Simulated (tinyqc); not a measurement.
Wannier functions of a composite (isolated) pair of valence bands (bonds of an sp chain), step by step. Values are carried at full precision from step to step, so a last printed digit may differ when a step is redone from the rounded ones.

Each atom has a hybrid pointing left (<) and right (>). H(k): diagonal +V3 on A, -V3 on B; <A<|A>> = -V1a, <B<|B>> = -V1b, <A>|B<> = -V2, <B>|A<> = -V2p exp(ik); k in 1/a, Bloch sums with exp(ikR). The two lowest bands are filled. Trial functions in cell 0: g1 = cos(c) A> + sin(c) B<, and g2 = sin(c) B> + cos(c) A< of cell 1, whose Bloch vector has cos(c) exp(-ik) on A<. Projection A_mn = <psi_m|g_n>, S = A^+ A, Loewdin U = A S^(-1/2), Bloch-like states w_n = sum_m psi_m U_mn, H_W(k) = U^+ diag(E) U. P = sum_m |psi_m><psi_m| is free of phase choices, and S = g^+ P g, w = P g S^(-1/2).

Inputs chosen for the exercise: V2 = 4.93 eV (coupling in the bond A-B inside the cell); V2p = 2.67 eV (coupling in the bond to the next cell); V1a = 0.95 eV (coupling of the two hybrids on A); V1b = 1.07 eV (the same on B); V3 = 0 eV (A at +V3, B at -V3); j = 2 (mesh point, k = 2 pi j/N); N = 5 (k points); c = 45 degrees (trial bonds cos(c) on A, sin(c) on B); xb = 0.52 a (position of B (A at 0)).

## H at one mesh point

Fill in the matrix.

H(k) (eV):
```
,A<,A>,B<,B>
A<,0,-0.9500,0,2.1601+1.5694i
A>,-0.9500,0,-4.9300,0
B<,0,-4.9300,0,-1.0700
B>,2.1601-1.5694i,0,-1.0700,0
```

## Levels and the projector on the filled bands

Diagonalise; P = sum over the two lowest states of |psi><psi|.

levels (eV): -5.0914  -2.7494  2.7494  5.0914

P:
```
,A<,A>,B<,B>
A<,0.5000,0.1174+0.0377i,0,-0.3997-0.2738i
A>,0.1174-0.0377i,0.5000,0.4845+0.0073i,0
B<,0,0.4845-0.0073i,0.5000,0.1187+0.0335i
B>,-0.3997+0.2738i,0,0.1187-0.0335i,0.5000
```

The filled states put 2.000 electrons on A and 2.000 on B at this k.

## Loewdin orthogonalisation

The trial vectors are the columns g1 = (0, cos c, sin c, 0), g2 = (cos c exp(-ik), 0, 0, sin c), k = 2 pi j/N. Form S = g^+ P g, its eigenvalues, S^(-1/2), and w = P g S^(-1/2).

S:
```
,1,2
1,0.9845,0.0008-0.0025i
2,0.0008+0.0025i,0.9844
```

eigenvalues of S: 0.9818  0.9871

S^(-1/2):
```
,1,2
1,1.0078,-0.0004+0.0013i
2,-0.0004-0.0013i,1.0079
```

w:
```
,1,2
A<,0.0834+0.0278i,-0.5733-0.4045i
A>,0.7016+0.0053i,-0.0838-0.0266i
B<,0.7016-0.0053i,0.0843+0.0248i
B>,0.0843-0.0248i,0.7016+0.0097i
```

The combinations of the trial bonds that diagonalise S lie 98.2 to 98.7 % inside the filled space; an eigenvalue near zero would mark a poor choice.

## The Hamiltonian in the new basis

H_W = w^+ H w; its eigenvalues must be the two filled levels.

H_W(k) (eV):
```
,1,2
1,-5.050,-0.148+0.269i
2,-0.148-0.269i,-2.790
```

eigenvalues (eV): -5.091  -2.749

## Hoppings between the Wannier functions

H_mn(R) = (1/N) sum_k exp(-ikR) H_W,mn(k), the coupling of function m in cell 0 to function n in cell R.

H(R) (eV):
```
R,11,12,21,22
-2,0.0008,-0.0045,-0.0003,0.0008
-1,0.0328,-0.4698,-0.0051,0.0328
0,-4.9977,-0.5304,-0.5304,-2.7378
1,0.0328,-0.0051,-0.4698,0.0328
2,0.0008,-0.0003,-0.0045,0.0008
```

The bond levels are -4.998 and -2.738 eV, against -sqrt(V2^2 + V3^2) = -4.930 and -2.670 for isolated bonds. Neighbouring bonds couple by -0.530 eV through B; the bond-orbital estimate is -V1b (1 + ap)/2 = -0.535 with the mean V2 in ap = V3/sqrt(V2^2 + V3^2).

## The functions in real space

w_n(R) = (1/N) sum_k exp(ikR) w_n(k); point-like hybrids at R (A) and R + xb (B) give centres and spreads.

Function 1:
```
R,A<,A>,B<,B>
-2,-0.0001,0.0003,-0.0001,-0.0016
-1,0.0007,0.0063,-0.0033,-0.0437
0,0.0447,0.7039,0.7039,0.0501
1,-0.0492,-0.0033,0.0063,0.0008
2,-0.0017,-0.0001,0.0003,0.0000
```

centres (a): 1 0.2605, 2 0.7595

spreads (a^2): 1 0.0698, 2 0.0602

Function 1 has 99.1 % of its weight on the two hybrids of its bond. Its centre lies +0.0005 a from the middle of the bond.

## Checks

- Eigenvalues of H_W against the filled levels: they agree to 1e-10 or better.
- W^+ w against the unit matrix: they agree to 1e-10 or better.

tinyqc: `OMP_NUM_THREADS=1 python tinyqc.py 1451320 1451321 out.jsonl`; about 0.2 s, one thread, shared Intel(R) Xeon(R) Processor @ 2.30GHz.
